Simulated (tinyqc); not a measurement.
Worked calculation: round or elliptic silicon nanowire with anisotropic valleys (Ritz method). Values are carried at full precision from step to step, so a last printed digit may differ when a step is redone from the rounded ones.

Wire along x = [110] on a (001) wafer, y = [-110], z = [001]. Valley groups (w = inverse masses): A, two valleys along z: w_y = 1/mt, w_z = 1/ml, m_x = mt; B, four valleys in the wafer plane: w_y = (1/ml + 1/mt)/2, w_z = 1/mt, m_x = (ml + mt)/2.

Constants: hbar^2/2m0 = 3.80998211 eV angstrom^2; kB = 8.617333262e-05 eV/K.

Inputs chosen for the exercise (near those of a Si nanowire; not measured data):
```
symbol  value  unit      meaning
ml      0.928  m0        longitudinal mass
mt      0.192  m0        transverse mass
a       39     angstrom  semi-axis along y
b       39     angstrom  semi-axis along z
group   B                valley group worked out
T       300    K         temperature
```

## Stretching the ellipse

Scaling y by 1/sqrt(w_y) and z by 1/sqrt(w_z) makes the mass 1 and the semi-axes A = a/sqrt(w_y), B = b/sqrt(w_z). List them with the one-function estimate 3c (1/A^2 + 1/B^2) and the slender limit c (pi/2s)^2 (1 + 2s/(pi l)), s and l the smaller and larger of A, B; c = hbar^2/2m0.

Groups:
```
group  g      A      B  axis ratio  one function (eV)  slender limit (eV)
A      2  17.09  37.57       2.198             0.0472              0.0415
B      4  22.00  17.09       1.287             0.0628              0.0481
```

The one-function value suits axis ratios near 1 and the slender limit ratios well above 2.

## Matrices of three even functions

Hard wall on the ellipse (y/a)^2 + (z/b)^2 = 1, c = hbar^2/2m0. With u = y/a, v = z/b the operator is -c [(w_y/a^2) d2/du2 + (w_z/b^2) d2/dv2] on the unit disc. Basis (1 - u^2 - v^2) u^i v^j; S, X and Y are the disc integrals of f f', (df/du)(df'/du) and (df/dv)(df'/dv), from the integral of u^p v^q = 2 Gamma((p+1)/2) Gamma((q+1)/2)/((p + q + 2) Gamma((p+q+2)/2)) for even p, q; H = c (w_y X/a^2 + w_z Y/b^2).

Basis 1, u^2, v^2 times (1 - u^2 - v^2); form S and H for the chosen group.

S, lower triangle:
```
            1       u^2       v^2
1    1.047198
u^2  0.130900  0.039270
v^2  0.130900  0.013090  0.039270
```

H (meV), lower triangle:
```
           1     u^2      v^2
1    65.7200
u^2  10.9533  8.2297
v^2  10.9533  1.3692  10.9386
```

## Lowest level in this basis

Solve H p = E S p for the wire level; give E, the ratios p2/p1 and p3/p1, and H11/S11.

E = 60.4 meV

ratios: -0.49  -0.32

one function = 62.8 meV

The two added functions lower the level by 2.4 meV (3.8 %), mostly by narrowing the state along u, the direction in which the stretched ellipse is long.

## Subbands

Converged values use 21 functions of each parity class (e or o in u, then in v).

The nine lowest levels of all groups and parity classes.

Subbands:
```
group, parity  g  m_x (m0)  E (eV)
A ee           2    0.1920  0.0448
B ee           4    0.5600  0.0604
A eo           2    0.1920  0.0753
A ee           2    0.1920  0.1169
B oe           4    0.5600  0.1342
A oe           2    0.1920  0.1505
A eo           2    0.1920  0.1702
B eo           4    0.5600  0.1721
A oo           2    0.1920  0.1987
```

At 300 K and without degeneracy the populations go as g sqrt(m_x) exp(-E/kB T): among these nine the lowest level holds 29 % and the light transport mass mt 41 % of the electrons.

## Checks

- Circle of radius a with both masses mt against c (2.404826/R)^2/m, eV: both 0.0755.

Computed by tinyqc, a small Python program: `OMP_NUM_THREADS=1 python tinyqc.py 1251220 1251221 out.jsonl` (the numbers bound the seed that draws the inputs); one thread of a shared host (Intel(R) Xeon(R) Processor @ 2.30GHz), about 0.02 s for the whole set of steps.
